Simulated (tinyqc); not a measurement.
# Changing the temperature T

Model: oxidation of curved silicon (wires and holes): cylindrical Deal-Grove kinetics with stress-retarded reaction. Computed by tinyqc, a small Python program. Command: `OMP_NUM_THREADS=1 python tinyqc.py 3009952 3009953 out.jsonl wireox sweep`. One thread of a shared host (Intel(R) Xeon(R) Processor @ 2.30GHz), about 0.05 s of CPU time with the checks.

Silicon fills r > a and oxide b < r < a. One volume of silicon gives 2.25 volumes of oxide, and the length is fixed.

Inputs (values chosen for the exercise, close to those used for silicon in dry oxygen):
```
quantity                       value        unit
prefactor B0                     791      um^2/h
activation energy E_B           1.24          eV
prefactor (B/A)0            5.57e+06        um/h
activation energy E_A           2.02          eV
starting silicon radius a0        62          nm
starting oxide x_i                 3          nm
viscosity prefactor eta0     2.1e-08        Pa s
viscosity energy E_eta          5.41          eV
critical shear stress s_c         70         MPa
activation volume V_k             15  angstrom^3
time t                           1.1           h
```

Shape: hole (concave).

Constants: k_B = 8.617333262e-05 eV/K.

Method:
- B = B0 exp(-E_B/(k_B T)), B/A = (B/A)0 exp(-E_A/(k_B T)), eta = eta0 exp(E_eta/(k_B T)); 1 um = 1000 nm.
- Temperatures in kelvin are T(C) + 273.15.
- Geometry: b^2 = b0^2 - 1.25 (a^2 - a0^2), b0 = a0 - x_i.
- Rate of oxide made per interface area: q = 1/[1/k + 2 a |ln(b/a)|/B], and |da/dt| = q/2.25. Reaction k = (B/A) exp(-sigma V_k/(k_B T)). New oxide pushes the old with radial speed u = 1.25 |da/dt| at r = a; the shear stress at radius r is s_c asinh(z a^2/r^2), z = 2 eta u/(a s_c) (Eyring flow), and the compressive normal stress at the interface is sigma = |int_a^b 2 s/r dr| = s_c |F(z) - F(z a^2/b^2)|, F(y) = int_0^y asinh(w)/w dw. q and sigma are solved together. 1 MPa angstrom^3 = 6.241509e-6 eV.
- Integrate da/dt adaptively (tolerance 1e-8); a wire counts as consumed at a = 0.5 nm and a hole as closed at b = 0.5 nm. Planar reference: x^2 + A x = B t + x_i^2 + A x_i, A = B/(B/A).

One run for each value; columns: (1) temperature T (C); (2) ratio to the planar thickness; (3) normal stress at time t (MPa); (4) oxide thickness (nm); (5) low-stress viscosity eta (Pa s):
```
(1)       (2)     (3)     (4)         (5)
750   0.98589  114.03   3.631  9.3435e+18
800   0.97290  132.06   4.840  5.3570e+17
900   0.94470  289.59  14.333  3.6579e+15
950   0.94862  476.17  27.160  4.1038e+14
1000  0.99945  846.77  50.273  5.4672e+13
```

Give the missing row, temperature T (C) = 850.

Computed row; columns: (1) temperature T (C); (2) ratio to the planar thickness; (3) normal stress at time t (MPa); (4) oxide thickness (nm); (5) low-stress viscosity eta (Pa s):
```
(1)      (2)     (3)    (4)         (5)
850  0.95738  183.86  7.810  3.9616e+16
```

Interpolating between the two neighbouring rows (linearly) misses most in low-stress viscosity eta (Pa s), by a factor of 6.8. Over the rows, ratio to the planar thickness goes from 0.986 through a minimum among these rows, 0.945 at 900, to 0.999; normal stress at time t (MPa) rises from 114 to 847; oxide thickness (nm) rises from 3.63 to 50.3. The viscosity drops by a factor 170000 over the rows. In shear-thinning flow the stress feels the viscosity only through a logarithm, while the thicker oxide of a hotter run adds to it. Left out: 1050, 1100 (the wire is consumed or the hole is closed).

Caution (rows 750, 800, 850, 900): planar dry oxides this thin grow faster than Deal-Grove predicts. Caution (all rows): the oxide is taken as a purely viscous fluid in steady flow; elasticity, stress-dependent diffusion and thin-oxide enhancement are left out.

Extremes, crossings and ranges named in words are read from the listed rows.
